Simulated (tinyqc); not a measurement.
Changing the wafer spacing s: thermal and gravitational stress in a wafer during furnace and rapid thermal processing, and the onset of slip. Computed by tinyqc, a small Python program. Command: `OMP_NUM_THREADS=1 python tinyqc.py 3007590 3007591 out.jsonl slip sweep`. One thread of a shared host (Intel(R) Xeon(R) Processor @ 2.30GHz), about 0.01 s of CPU time with the checks.

A thin free disc in plane stress, isotropic; T(r) = T_centre + dT (r/R)^n. Stress is positive in tension; sigma_SB = 5.670374419e-8 W/(m^2 K^4), g = 9.80665 m/s^2.

Inputs (values chosen for the exercise, modelled on silicon):
```
quantity                              value        unit
wafer radius R                          100          mm
thickness t                             725  micrometre
Young's modulus E                       140         GPa
expansion alpha                        4.26      1e-6/K
temperature T                          1375           K
prefactor A of the critical stress  0.00024         MPa
energy U of the critical stress        1.07          eV
density rho                            2330      kg/m^3
heat capacity c                         972    J/(kg K)
conductivity k                           27     W/(m K)
ramp rate                               7.2       K/min
```

Constants: k_B = 8.617333262e-05 eV/K.

Method. Critical resolved stress tau_c = A exp(U/(k_B T)), a form chosen for the exercise; slip when 0.492799 |s_tt(R)| > tau_c; allowed |dT| = tau_c (n + 2)/(0.492799 n alpha E). In a stack heated from the rim, heat flows inward by conduction and by radiation between wafers: k_eff = k + (16/3) sigma_SB T^3 s^2/t (a diffusion estimate with the spacing as path length). A steady ramp gives the parabolic lag dT = rho c (ramp) R^2/(4 k_eff); the allowed ramp uses n = 2.

One run for each value:
```
wafer spacing s (mm)  allowed ramp rate (K/min)  k_eff (W/(m K))  lag of the centre (K)
2.0                                        4.53             31.3                 21.681
2.9                                        5.22             36.1                 18.810
4.3                                        6.80             47.1                 14.441
9.4                                       17.76            122.8                  5.532
14.0                                      34.63            239.5                  2.836
20.0                                      66.61            460.8                  1.475
30.0                                     145.00           1002.9                  0.677
```

Give the missing row, wafer spacing s (mm) = 6.4.

Computed row:
```
wafer spacing s (mm)  allowed ramp rate (K/min)  k_eff (W/(m K))  lag of the centre (K)
6.4                                       10.32             71.4                  9.514
```

Interpolating between the two neighbouring rows (the first column on a logarithmic scale, the others too where they are positive) misses most in k_eff (W/(m K)), by 7.3 %. Over the rows, allowed ramp rate (K/min) rises from 4.53 to 145 (exponent d ln y / d ln x 0.38 between the first rows and 1.9 between the last); k_eff (W/(m K)) rises from 31.3 to 1000 (exponent d ln y / d ln x 0.38 between the first rows and 1.9 between the last); lag of the centre (K) falls from 21.7 to 0.677 (exponent d ln y / d ln x -0.38 between the first rows and -1.9 between the last). At the high end the exponent of allowed ramp rate is 1.92, close to 2: radiation rules.
